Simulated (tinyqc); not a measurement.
Worked calculation: donor level screened by free carriers (Yukawa potential). Values are carried at full precision from step to step, so a last printed digit may differ when a step is redone from the rounded ones.

Screening wave number: Debye ks^2 = 4 pi q n/(eps kB T); Thomas-Fermi ks^2 = 6 pi q n/(eps EF) with EF = c (3 pi^2 n/gv)^(2/3)/m, c = hbar^2/2m0; the two are joined by 1/ks^2 = sqrt(1/ks_D^4 + 1/ks_TF^4). 1e18/cm^3 = 1e-6/angstrom^3, q = e^2/(4 pi eps0).

Constants: e^2/(4 pi eps0) = 14.39964547 eV angstrom; kB = 8.617333262e-05 eV/K; hbar^2/2m0 = 3.80998211 eV angstrom^2; Ry = 13.60569312 eV; a0 (Bohr radius) = 0.5291772105 angstrom.

Inputs chosen for the exercise (near those of a donor in InP, with one mean mass; the results hold for these values, not for the real material):
```
symbol  value   unit         meaning
m       0.079   m0           mass
eps     12.6                 dielectric constant
gv      1                    valleys
T       300     K            temperature
n       0.0044  x 1e18/cm^3  free-carrier density
```

## Units and screening length

Give Ry* = Ry m/eps^2, a* = a0 eps/m, EF, the three values of ks, and x = ks a*.

Ry* = 6.770 meV
a* = 84.40 angstrom
EF = 1.24 meV

ks: Debye, Thomas-Fermi, joined (1/angstrom): 0.00156  0.00875  0.00156

x = 0.1319

EF/kB T = 0.05, so the Debye value, the smaller one, controls the screening.

## One-parameter trial function

Potential -(q/(eps r)) exp(-ks r), q = e^2/(4 pi eps0). In units Ry* = Ry m/eps^2 and a* = a0 eps/m the problem is [-Laplacian - 2 exp(-x r)/r] psi = E psi with x = ks a*.

For exp(-z r): E(z) = z^2 - 8 z^3/(2z + x)^2 in Ry*. Scan z = 0.5, 0.6, ..., 1.1, then minimise; first order gives -1 + 2x.

Scan (Ry*):
```
z    kinetic  potential        E
0.5   0.2500    -0.7805  -0.5305
0.6   0.3600    -0.9741  -0.6141
0.7   0.4900    -1.1693  -0.6793
0.8   0.6400    -1.3655  -0.7255
0.9   0.8100    -1.5626  -0.7526
1.0   1.0000    -1.7601  -0.7601
1.1   1.2100    -1.9581  -0.7481
```

best z = 0.989
E = -0.7603 Ry*
binding = 5.15 meV

First order in x would give -0.736 Ry*, a rigid shift by q ks/eps; it overstates the loss of binding by 0.024 Ry*.

## Converged levels

Converged values use 18 functions exp(-z r), z = 1.55^i, i = -11 to 6: S = 2/A^3, H = z_i z_j S - 2/(A + x)^2, A = z_i + z_j.

The 1s and 2s levels and the mean radius.

1s = -0.7603 Ry*
binding = 5.15 meV
<r> = 128.5 angstrom
second root = -0.0690 Ry*

The trial function misses by 0.0000 Ry*. Screening leaves 76 % of the bare binding, 0.20 kB T. 2s is still bound.

## Checks

- 1s at x = 0.5 against the known -0.29623 Ry*: both -0.29623.
- 1s at x = 0 against -1: both -1.00000.

tinyqc: `OMP_NUM_THREADS=1 python tinyqc.py 1282212 1282213 out.jsonl`; about 0.01 s, one thread, shared Intel(R) Xeon(R) Processor @ 2.30GHz.
